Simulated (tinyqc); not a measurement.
Stretching all distances: RHF, UHF, MP2, CISD and CCSD against full CI in the sto-6g basis, for H4, spin multiplicity 1. Computed by the program tinyqc with PySCF. 

Geometry (angstrom):
```
atom,x,y,z
H,0.0000,0.0000,0.0000
H,0.0000,0.0000,0.7190
H,0.0000,0.0000,1.5370
H,0.0000,0.0000,2.2570
```

All coordinates are multiplied by the scale. c0^2 is the weight of the RHF determinant in the lowest singlet FCI state (UHF is spin-contaminated and may lie near states of higher spin) and n(LUMO) the first natural occupation beyond the occupied space.

Full CI energy (hartree) and errors against it (kcal/mol):
```
scale,distance 1-2 (angstrom),E(FCI),RHF,UHF,MP2,CISD,CCSD,<S^2> UHF,c0^2,n(LUMO)
0.930,0.669,-2.14717,21.992,21.992,6.724,0.128,0.005,0.000,0.981,0.030
1.180,0.848,-2.21990,31.660,31.660,11.289,0.414,0.020,0.000,0.963,0.055
1.430,1.028,-2.18419,45.202,45.202,18.139,1.189,0.064,0.000,0.933,0.095
1.680,1.208,-2.11667,63.827,55.870,28.006,3.026,0.137,0.561,0.885,0.156
1.940,1.395,-2.04553,89.520,50.687,41.880,6.991,0.175,1.108,0.811,0.245
2.190,1.575,-1.98926,120.167,38.495,58.121,13.597,-0.029,1.474,0.720,0.352
2.440,1.754,-1.94850,155.061,25.858,75.318,22.946,-0.813,1.705,0.622,0.467
2.690,1.934,-1.92169,191.589,15.973,90.720,31.934,-2.458,1.840,0.531,0.578
2.940,2.114,-1.90529,227.070,9.329,101.694,22.915,-4.631,1.914,0.456,0.675
```

UHF parts from RHF first at scale 1.68 of those listed, where <S^2> leaves zero. The weight c0^2 goes from 0.98 to 0.46 and n(LUMO) from 0.03 to 0.67: static correlation grows as the bonds break into open-shell fragments. The spread of the error along the curve, which distorts its shape, is CCSD 4.8, CISD 31.8, UHF 46.5, MP2 95.0, RHF 205.1 kcal/mol. Below FCI somewhere: CCSD, as non-variational methods may be.
